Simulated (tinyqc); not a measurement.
Worked calculation: specific resistance of a metal-semiconductor contact and its transmission-line measurement. Computed by tinyqc, a small Python program that keeps every step. Command: `OMP_NUM_THREADS=1 python tinyqc.py 3004136 3004137 out.jsonl contact walk`. One thread of a shared host (Intel(R) Xeon(R) Processor @ 2.30GHz), about 0.01 s of CPU time with the checks. Intermediate numbers are printed to about 6 digits and carried at full precision; extremes and crossings named in words are read from the listed rows.

The barrier is parabolic (depletion approximation), energies E are normal energies counted from the band edge in the neutral semiconductor (downwards for holes), and the bias is zero. xi is an input, held fixed when other inputs move.

Inputs (values chosen for the exercise, modelled on n-type In0.53Ga0.47As):
```
quantity                                           value          unit
tunnelling mass m                                  0.042           m_0
permittivity eps                                    13.9             -
Richardson constant A*                              4.92  A/(cm^2 K^2)
barrier height phi_B                                0.25            eV
doping N                                         1.1e+18        1/cm^3
Fermi level above the band edge in the bulk, xi    0.055            eV
temperature T                                        300             K
sheet resistance R_sh                                280           ohm
contact length d                                    0.64    micrometre
contact width W                                       12    micrometre
```

Image-force lowering: left out.

Constants: hbar = 1.054571817e-34 J s; eps_0 = 8.8541878128e-12 F/m; m_0 = 9.1093837015e-31 kg; k_B = 8.617333262e-05 eV/K; e = 1.602176634e-19 C.

## Tunnelling energy and barrier

E_00 = (e hbar/2) sqrt(N/(eps eps_0 m)); band bending E_b = phi_B + xi; depletion width w = sqrt(2 eps eps_0 E_b/(e^2 N)).

E_00 = 25.4854 meV

E_00/k_B T = 0.985820

depletion width = 20.6393 nm

barrier used, above the bulk band edge = 0.305 eV

By the usual rule this is thermionic-field emission (0.5 to 5 k_B T).

## Transmission and supply

WKB transmission for E < E_b, with a = E/E_b: D = exp{-(E_b/E_00) [sqrt(1 - a) - a ln((1 + sqrt(1 - a))/sqrt(a))]}; D = 1 above. f = 1/(1 + exp((E - xi)/k_B T)).

E, D, f and D f at E/E_b = 0.05, 0.15, 0.3, 0.45, 0.6, 0.75, 0.9, 0.98:
```
E/E_b   E (eV)            D            f          D f
0.05   0.01525  3.16375e-05  8.23115e-01  2.60413e-05
0.15   0.04575  2.86445e-04  5.88509e-01  1.68575e-04
0.30   0.09150  3.45193e-03  1.95937e-01  6.76361e-04
0.45   0.13725  2.38170e-02  3.98651e-02  9.49468e-04
0.60   0.18300  1.09057e-01  7.02479e-03  7.66100e-04
0.75   0.22875  3.48751e-01  1.20394e-03  4.19876e-04
0.90   0.27450  7.72924e-01  2.05340e-04  1.58712e-04
0.98   0.29890  9.77597e-01  7.99145e-05  7.81242e-05
```

Among these points D f is largest at E/E_b = 0.45; for a non-degenerate tail the peak lies at E/E_b = 1/cosh^2(E_00/k_B T) = 0.429.

## Specific contact resistance

At zero bias 1/rho_c = (e A*/k_B^2) int D(E) f(E) dE, f = 1/(1 + exp((E - xi)/k_B T)); 200 Gauss-Legendre points from 0 to E_b, and k_B T ln(1 + exp((xi - E_b)/k_B T)) for the part above the barrier; the share of tunnelling is the part below.

specific contact resistance rho_c = 1.03504e-05 ohm cm^2

share of tunnelling = 98.8810 %

rho_c by thermionic emission alone = 9.24944e-04 ohm cm^2

Tunnelling lowers rho_c by a factor 89.4. The field-emission exponent (E_b - xi)/E_00 is 9.8, the thermionic one (E_b - xi)/k_B T is 9.7.

## Current crowding

Transmission-line model: transfer length L_T = sqrt(rho_c/R_sh); R_c = (R_sh L_T/W) coth(d/L_T). Limits: rho_c/(W d) for d << L_T, sqrt(rho_c R_sh)/W for d >> L_T.

transfer length L_T = 1.92265 micrometre

d/L_T = 0.332875

contact resistance R_c = 139.712 ohm

R_c W = 1676.54 ohm micrometre

short-contact limit = 134.771 ohm

long-contact limit = 44.8617 ohm

The contact is short: the whole area carries current, and R_c scales as 1/d.

## A transmission-line measurement read back

Transmission-line model: transfer length L_T = sqrt(rho_c/R_sh); R_c = (R_sh L_T/W) coth(d/L_T). Two contacts a gap s apart give R = 2 R_c + R_sh s/W. A straight-line fit gives R_sh from the slope and R_c from the intercept; the simple reading takes L_x = R_c W/R_sh as the transfer length and rho_c = R_sh L_x^2.

Resistances:
```
gap s (micrometre)  R (ohm)
6                    419.42
12                   559.42
24                   839.42
48                  1399.42
96                  2519.42
```

L_x = 5.98766 micrometre

rho_c by the simple reading = 1.00386e-04 ohm cm^2

simple reading over true value = 9.69874

The simple reading is 9.70 times too high, the factor coth^2(d/L_T): it holds only for d above about 2 L_T.

Checks made by the program: closed WKB exponent against numerical integration over the parabolic barrier (relative difference below 1e-10).
